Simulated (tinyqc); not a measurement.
Permeation of metal atoms or ions through a thin barrier or dielectric: time lag, field-aided drift and lifetime. Changing the thickness d. Computed by tinyqc, a small Python program. Command: `OMP_NUM_THREADS=1 python tinyqc.py 3023474 3023475 out.jsonl barrier sweep`. One thread of a shared host (Intel(R) Xeon(R) Processor @ 2.30GHz), about 0.04 s of CPU time with the checks.

The film 0 < x < d is empty at first; C = C0 at x = 0 and C = 0 at x = d. dC/dt = D d2C/dx2 - v dC/dx with drift v = D z e V/(k_B T d) (uniform field, no space charge).

Inputs (values chosen for the exercise, for a model case: singly charged ions through a dielectric):
```
quantity                                   value    unit
prefactor D0                             3.7e-05  cm^2/s
activation energy E                        0.831      eV
concentration at the source side C0      9.5e+14  1/cm^3
charge number z                                1       -
voltage V (positive drives ions across)     0.25       V
critical dose Q_c                          9e+07  1/cm^2
test temperature T                           125       C
use temperature T_u                           70       C
```

Constants: k_B = 8.617333262e-05 eV/K.

Method:
- D = D0 exp(-E/(k_B T)); time scale d^2/D; Peclet number P = z V/(k_B T), k_B T in eV; 1 nm = 1e-7 cm.
- Temperatures in kelvin are T(C) + 273.15.
- Steady flux J = (D C0/d) P/(1 - exp(-P)); time lag in units of d^2/D: s_L = [P (1 + exp(-P))/(1 - exp(-P)) - 2]/P^2 (P = 0: J = D C0/d, s_L = 1/6).
- Dose through the film Q(s) = C0 d {f (s - s_L) - 2 exp(P/2) sum_(n=1..200) (-1)^n n^2 pi^2 exp(-l_n s)/l_n^2}, l_n = n^2 pi^2 + P^2/4, f = P/(1 - exp(-P)) the relative flux.
- Solve Q = Q_c for s. At the use temperature D and P take T_u, with the same C0 and V; 1 year = 3.15576e7 s.

One run for each value:
```
thickness d (nm)  failure time at T (s)  time lag (s)  s at the critical dose  steady flux J (1/(cm^2 s))
4.6                          2.1678e+01    1.8839e+01                 0.11480                  1.6873e+07
7.0                          4.3720e+01    4.3625e+01                 0.09998                  1.1088e+07
11.0                         9.4563e+01    1.0773e+02                 0.08757                  7.0561e+06
16.0                         1.8115e+02    2.2792e+02                 0.07929                  4.8510e+06
25.0                         3.9698e+02    5.5644e+02                 0.07117                  3.1047e+06
39.0                         8.7570e+02    1.3541e+03                 0.06451                  1.9902e+06
59.0                         1.8420e+03    3.0991e+03                 0.05929                  1.3155e+06
90.0                         3.9569e+03    7.2114e+03                 0.05474                  8.6241e+05
140.0                        8.8568e+03    1.7450e+04                 0.05063                  5.5440e+05
```

What does the table show, and why?

Over the rows, failure time at T (s) rises from 21.7 to 8860 (exponent d ln y / d ln x 1.7 between the first rows and 1.8 between the last); time lag (s) rises from 18.8 to 17400 (exponent d ln y / d ln x about 2.0 throughout); s at the critical dose falls from 0.115 to 0.0506 (exponent d ln y / d ln x -0.33 between the first rows and -0.18 between the last). The exponent of time lag stays at 2: the lag scales as d^2/D, with P independent of d.

Caution (all rows): grain boundaries, pinholes, trapping and space charge are left out; thin real barriers usually fail at defects. Caution (rows 90.0, 140): the space-charge potential z e C0 d^2/(2 eps) (for eps_r near 4) exceeds 10 mV, so the field is not uniform.
